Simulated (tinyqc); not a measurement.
RHF in the 6-311g basis, for He, spin multiplicity 1, step by step. One step of it, computed by the program tinyqc.

Problem. Iteration 2: building the Fock matrix. J_ij = sum D_kl (ij|kl), K_ij = sum D_kl (ik|jl); F = H + J - 0.5 K; E = tr D H + tr D J / 2 - 0.25 tr D K + E_nn.

D after iteration 1, lower triangle:
```
          1He 1s    1He 2s    1He 3s
1He 1s  0.116272
1He 2s  0.241030  0.499649
1He 3s  0.194051  0.402264  0.323860
```

core Hamiltonian H = T + V (hartree), lower triangle:
```
           1He 1s     1He 2s     1He 3s
1He 1s  -0.449189
1He 2s  -2.025351  -1.672714
1He 3s  -1.309466  -1.363028  -1.211479
```

Two-electron integrals (ij|kl) in chemists' order, unique and non-zero (hartree):
```
(11|11) 2.395117   (21|11) 1.347337   (21|21) 0.798707   (22|11) 1.358411
(22|21) 0.863847   (22|22) 1.054927   (31|11) 0.614121   (31|21) 0.368625
(31|22) 0.406802   (31|31) 0.170715   (32|11) 0.842709   (32|21) 0.547009
(32|22) 0.700418   (32|31) 0.259418   (32|32) 0.476676   (33|11) 0.767030
(33|21) 0.510236   (33|22) 0.697580   (33|31) 0.244176   (33|32) 0.494732
(33|33) 0.558022
```

nuclear repulsion = 0 hartree

Give: Coulomb J; exchange K; Fock matrix F; total energy of this density.

Solution.

Coulomb J (hartree), lower triangle:
```
        1He 1s  1He 2s  1He 3s
1He 1s  2.7714
1He 2s  1.7217  2.0488
1He 3s  0.8064  1.3560  1.3572
```

exchange K (hartree), lower triangle:
```
        1He 1s  1He 2s  1He 3s
1He 1s  1.9173
1He 2s  1.8110  1.9666
1He 3s  1.2073  1.4047  1.0566
```

Fock matrix F (hartree), lower triangle:
```
         1He 1s   1He 2s   1He 3s
1He 1s   1.3636
1He 2s  -1.2091  -0.6072
1He 3s  -1.1067  -0.7093  -0.3826
```

total energy of this density = -2.856649 hartree
